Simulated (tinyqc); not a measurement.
Interlayer thickness: switching kinetics of a ferroelectric film and the memory window of a ferroelectric gate stack. Computed by tinyqc, a small Python program. Command: `OMP_NUM_THREADS=1 python tinyqc.py 3006975 3006976 out.jsonl feswitch walk`. One thread of a shared host (Intel(R) Xeon(R) Processor @ 2.30GHz), about 0.01 s of CPU time with the checks.

Fields in MV/cm; 1 microcoulomb/cm^2 over eps_0 is 11.29409 MV/cm. In the stack (metal, ferroelectric, interlayer, channel) the channel is taken as a conductor.

Inputs (values chosen for the exercise, for a model hafnia-based film): saturation polarisation P_s = 27 microcoulomb/cm^2; ratio P_r/P_s = 0.78; coercive field E_c = 0.74 MV/cm; permittivity of the ferroelectric eps_F = 36; thickness t_F = 18 nm; permittivity of the interlayer eps_I = 3.9; share s of P screened by trapped charge = 0.72; pulse height V = 3.6 V; breakdown field of the interlayer = 13 MV/cm.

Method. Series stack: V = E_F t_F + E_I t_I and eps_I E_I = eps_F E_F + (1 - s) P/eps_0. E_I is for P = +P_s at the pulse height, the depolarising field for P = +P_r at V = 0; V needed puts E_F = 1.5 E_c after switching.

Stack against t_I:
```
t_I (nm)  E_F after (MV/cm)  E_I (MV/cm)  depolarising field / E_c  V needed (V)
0.3                  1.4171       34.974                    0.3333         2.962
0.5                  1.1078       32.119                    0.5102         3.605
0.8                  0.7282       28.615                    0.7273         4.569
1.2                  0.3346       24.981                    0.9524         5.855
1.6                  0.0296       22.167                    1.1267         7.140
2.0                 -0.2135       19.922                    1.2658         8.426
3.0                 -0.6496       15.897                    1.5151        11.640
```

What does the comparison show, and why?

Each nanometre of interlayer costs 3.21 V, against 0.11 V for a nanometre of ferroelectric. The depolarising field grows from 0.33 to 1.52 E_c. At E_F = 1.5 E_c the interlayer carries (1.5 eps_F E_c + (1 - s) P_s/eps_0)/eps_I = 32.1 MV/cm whatever its thickness, above its breakdown field of 13 MV/cm, so the voltages in the last column could not be applied without breakdown. Caution: rows with E_I above the breakdown field of the interlayer cannot be reached without charge injection. Caution: where E_F after switching is below E_c the switching stalls before P_s, and where the depolarising field exceeds E_c the state switches back, so those rows describe states that are not held.
